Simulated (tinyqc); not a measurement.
# Worked calculation: strained alloy layer of GaSb and GaAs on (001) InP, model-solid band line-up

Program tinyqc, `OMP_NUM_THREADS=1 python tinyqc.py 2690040 2690041 out.jsonl`; Intel Xeon 2.30GHz, shared host, one thread, about 0.01 s. Printed values are rounded.

The layer is x parts of the first compound and 1 - x of the second, grown coherently on the third as substrate and barrier. Rows of the table: lattice constant a, average valence level Ea on an absolute scale, spin-orbit splitting so, gaps at Gamma, X and L, hydrostatic deformation potentials av and ac (Gamma), shear potential b, elastic constants, electron and heavy-hole (along z) masses. All are interpolated linearly in x; gaps get -C x (1 - x), taken wholly in the conduction band; real line-ups can differ from this model by 0.1 eV or more.

Values chosen for this exercise:
- x = 0.39 (fraction of the first compound in the layer)
- CG = 1.43 eV (bowing of the Gamma gap)
- CX = 1.2 eV (bowing of the X gap)
- CL = 1.2 eV (bowing of the L gap)
- Lw = 7.5 nm (layer thickness)

Constants: q = 1.602176634e-19 C, hbar = 1.054571817e-34 J s, h = 6.62607015e-34 J s, m0 = 9.1093837015e-31 kg, c = 299792458 m/s, hbar^2/(2 m0) = 0.0380998212 eV nm^2. Results are converted to the units shown.

## Relaxed alloy and strain

Binary compounds, values chosen for the exercise:
```
              close to GaSb  close to GaAs  close to InP
a (angstrom)          6.096          5.653         5.869
Ea (eV)               -6.25          -6.92         -7.04
so (eV)               0.753          0.344         0.111
EG (eV)               0.731           1.43          1.35
EX (eV)                1.04           1.91          2.18
EL (eV)               0.821           1.73          1.93
av (eV)               0.798           1.16          1.28
ac (eV)               -6.77          -7.15         -4.99
b (eV)                -1.99          -1.71         -1.68
c11 (GPa)              89.1            120           101
c12 (GPa)              40.5           54.4          55.3
me (m0)              0.0385         0.0678        0.0789
mh (m0)               0.246          0.351         0.525
```

In-plane strain e = (a_substrate - a)/a, e_z = -2 (c12/c11) e, volume change 2 e + e_z.

a = 5.82577 angstrom
Gamma gap = 0.817193 eV
X gap = 1.28522 eV
L gap = 1.09001 eV
e = 0.742048 %
e_z = -0.673369 %
volume change = 0.810727 %

The relaxed alloy has its lowest gap at Gamma (direct). The layer is under tensile in-plane strain.

## Band edges and offsets

In-plane strain e = (a_substrate - a)/a, e_z = -2 (c12/c11) e, volume change 2 e + e_z. With v = 2 e + e_z and d = 2 b (e_z - e): Eav = Ea + av v; E_hh = Eav + so/3 - d/2; E_lh = Eav - so/6 + d/4 + sqrt(so^2 + so d + 9 d^2/4)/2; E_c = Ea + so/3 + EG + ac v (Gamma). Substrate: E_v = Ea + so/3, E_c = E_v + EG. Well depths: dEc = E_c(substrate) - E_c, dEhh = E_hh - E_v(substrate), dElh likewise; strained Gamma gap E_c - max(E_hh, E_lh); positive values confine carriers in the layer.

d = 0.0514985 eV
E_hh = -6.50835 eV
E_lh = -6.45436 eV
E_c = -5.73044 eV
strained Gamma gap = 0.723925 eV
dEc = 0.0774358 eV
dEhh = 0.494647 eV
dElh = 0.548640 eV

The light-hole band lies on top, by 54.0 meV. At Gamma the line-up is type I, both carriers held in the layer.

## Critical thickness

In-plane strain e = (a_substrate - a)/a. Matthews-Blakeslee for 60-degree dislocations in a single layer: hc = k (ln(hc/bv) + 1), k = bv (1 - nu/4)/(4 pi |e| (1 + nu)), nu = c12/(c11 + c12), bv = a/sqrt(2); the larger root.

nu = 0.312111
bv = 0.411944 nm
hc = 14.0632 nm

The layer, Lw = 7.5 nm, is thinner than hc, so it stays coherent by this criterion.

## Electron to heavy-hole transition of the well

Lowest level of a finite well of width Lw and depth V: kw Lw/2 = arctan(sqrt((mw/mb)(V - E)/E)), kw = sqrt(mw E/C), C = hbar^2/(2 m0), for electrons (dEc) and heavy holes (dEhh), mb from the substrate; transition E_c - E_hh + both levels, without exciton binding; wavelength h c/E.

electron mass in the layer = 0.0563730 m0
heavy-hole mass in the layer = 0.310050 m0
electron level = 30.9711 meV
heavy-hole level = 15.6803 meV
transition energy = 0.824568 eV
wavelength = 1503.63 nm

The light-hole band lies above the heavy-hole one here, so this need not be the lowest transition.
